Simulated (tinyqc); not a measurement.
Comparisons within one model: two-band k.p model of the Delta valleys near the X point under shear strain. A value that a table varies takes the place of the one given here.

Valley pair on the [001] axis, kz counted from the X point, c = hbar^2/2m0, k0 = kx0 2 pi/a. H = (c kz^2/ml + c (kx^2 + ky^2)/mt + c k0^2/ml) 1 + (2 c k0 kz/ml) sigma_z + (D exy - 2 c kx ky/Mp) sigma_x, so E = c kz^2/ml + c (kx^2 + ky^2)/mt + c k0^2/ml -/+ sqrt((2 c k0 kz/ml)^2 + (D exy - 2 c kx ky/Mp)^2). Without strain the lower band has its minima, E = 0, at kz = +/- k0. Shifts from diagonal strain are left out.

For |eta| < 1: k_min = k0 sqrt(1 - eta^2), E_min = -Delta eta^2/2, ml(eta) = ml/(1 - eta^2), 1/m[110] = 1/mt + eta/Mp, 1/m[1-10] = 1/mt - eta/Mp. For |eta| > 1 the minimum sits at X: E_min = -Delta (2 |eta| - 1)/2, ml(eta) = ml/(1 - 1/|eta|), and eta is replaced by its sign in the transverse masses. Here Delta = 2 c k0^2/ml and eta = D exy/Delta.

s11 = (C11 + C12)/((C11 - C12)(C11 + 2 C12)), s12 = -C12/((C11 - C12)(C11 + 2 C12)), s44 = 1/C44; exx = s11 sxx + s12 (syy + szz) and cyclic, exy = s44 sxy/2; tension is positive. A uniaxial stress X along the unit vector n is s_ij = X n_i n_j.

Constants: hbar^2/2m0 = 3.80998211 eV angstrom^2; kB = 8.617333262e-05 eV/K.

Parameters, chosen for this exercise (near those of Si; shifted at random, so the results belong to these values and not to a real crystal): a = 5.425 angstrom (lattice constant); ml = 0.933 m0 (longitudinal mass); mt = 0.2 m0 (transverse mass); kx0 = 0.156 2 pi/a (distance of the minimum from X); D = 12.6 eV (shear deformation potential); Mp = 0.246 m0 (coupling mass); C11 = 165 GPa; C12 = 65 GPa; C44 = 78.9 GPa; Xu = 9.35 eV (uniaxial potential); T = 350 K (temperature); exy = 0.0035 (shear strain).

## Sweep of the shear strain

Delta = 2 c k0^2/ml, eta = D exy/Delta.

The minimum:

| exy | eta | k_min/k0 | E_min (meV) | ml(eta) | m[110] | m[1-10] | density-of-states mass |
|---|---|---|---|---|---|---|---|
| 0.0000 | 0.000 | 1.000 | 0.0 | 0.933 | 0.2000 | 0.2000 | 0.334 |
| 0.0021 | 0.099 | 0.995 | -1.3 | 0.942 | 0.1851 | 0.2176 | 0.336 |
| 0.0053 | 0.250 | 0.968 | -8.4 | 0.995 | 0.1662 | 0.2511 | 0.346 |
| 0.0106 | 0.501 | 0.865 | -33.5 | 1.246 | 0.1421 | 0.3374 | 0.391 |
| 0.0159 | 0.751 | 0.660 | -75.3 | 2.143 | 0.1242 | 0.5140 | 0.515 |
| 0.0190 | 0.898 | 0.440 | -107.5 | 4.816 | 0.1156 | 0.7408 | 0.744 |
| 0.0254 | 1.200 | 0.000 | -186.7 | 5.589 | 0.1103 | 1.0696 | 0.870 |
| 0.0339 | 1.602 | 0.000 | -293.8 | 2.483 | 0.1103 | 1.0696 | 0.664 |

The valleys reach X at eta = 1, that is exy = 0.0212. The shift is quadratic up to eta = 1 (-8.4 meV at eta = 0.25, -33.5 meV at 0.50) and linear beyond, while 1/m[110] rises linearly, taking m[110] from 0.200 to its floor 0.1103, a gain of 81 % in 1/m. ml(eta) diverges at eta = 1; the largest value listed is 5.59. A deformation-potential model with fixed masses misses all of this.

## Tension along [110]: repopulation and mass change

The z valleys move against the x and y valleys by Xu (ezz - exx) and, through the shear, by E_min. Share of the z valleys n = w/(w + 2 exp(dE/kT)), dE the total relative shift, w = sqrt(ml(eta) m[110] m[1-10]/(ml mt^2)). Along [110]: 1/m_c = n/m[110] + (1 - n)(1/ml + 1/mt)/2. Fixed masses means E_min = 0, w = 1, m[110] = mt. Gains are against 3/(1/ml + 2/mt) at a fixed scattering time.

Results:

| X (GPa) | Xu (ezz - exx) (meV) | E_min (meV) | m[110] | m_c fixed masses | m_c with shear | gain fixed (%) | gain with shear (%) |
|---|---|---|---|---|---|---|---|
| 0.00 | 0.0 | 0.0 | 0.2000 | 0.2710 | 0.2710 | 0.0 | 0.0 |
| 0.25 | -11.7 | -0.2 | 0.1941 | 0.2585 | 0.2540 | 4.8 | 6.7 |
| 0.50 | -23.4 | -0.7 | 0.1885 | 0.2464 | 0.2362 | 10.0 | 14.7 |
| 1.00 | -46.8 | -3.0 | 0.1783 | 0.2265 | 0.2039 | 19.6 | 32.9 |
| 1.50 | -70.1 | -6.7 | 0.1691 | 0.2137 | 0.1806 | 26.8 | 50.1 |
| 2.00 | -93.5 | -12.0 | 0.1608 | 0.2067 | 0.1653 | 31.1 | 63.9 |
| 3.00 | -140.2 | -26.9 | 0.1465 | 0.2015 | 0.1470 | 34.5 | 84.3 |

At 1 GPa repopulation alone gives 19.6 % and the shear terms raise it to 32.9 %. From 2 to 3 GPa the fixed-mass gain grows by 3.4 points, towards its ceiling of 35.5 % when all electrons sit in the z valleys, whereas the gain with shear grows by 20.4 points because m[110] keeps falling.

## What each parameter does

Delta = 2 c k0^2/ml, eta = D exy/Delta. Each row changes one parameter from the base and keeps the others.

Results:

| case | eta | E_min (meV) | ml(eta) (m0) | m[110] (m0) | m[1-10] (m0) |
|---|---|---|---|---|---|
| base | 0.1654 | -3.65 | 0.9592 | 0.1763 | 0.2311 |
| ml = 0.99831 m0 | 0.1770 | -3.90 | 1.0306 | 0.1748 | 0.2336 |
| mt = 0.186 m0 | 0.1654 | -3.65 | 0.9592 | 0.1653 | 0.2126 |
| kx0 = 0.14508 2 pi/a | 0.1912 | -4.22 | 0.9684 | 0.1731 | 0.2368 |
| D = 11.718 eV | 0.1538 | -3.15 | 0.9556 | 0.1778 | 0.2286 |
| Mp = 0.26322 m0 | 0.1654 | -3.65 | 0.9592 | 0.1777 | 0.2287 |
| exy = 0.00375 | 0.1772 | -4.19 | 0.9633 | 0.1748 | 0.2337 |

The largest shifts from the base row, up to three for each result and ties (the steps differ in size, so this ranks the rows, not the parameters). eta: kx0 +0.0258, exy +0.0118, ml +0.0116, D -0.0116; unchanged at the printed digits by mt and Mp. E_min (meV): kx0 -0.57, exy -0.54, D +0.49; unchanged at the printed digits by mt and Mp. ml(eta) (m0): ml +0.0713, kx0 +0.0092, exy +0.0040; unchanged at the printed digits by mt and Mp. m[110] (m0): mt -0.0110, kx0 -0.0032, exy -0.0015, D +0.0015, ml -0.0015. m[1-10] (m0): mt -0.0185, kx0 +0.0057, exy +0.0026.

(tinyqc, `OMP_NUM_THREADS=1 python tinyqc.py 1050099 1050100 out.jsonl`, Intel(R) Xeon(R) Processor @ 2.30GHz, 1 thread, shared host, about 0.01 s.)
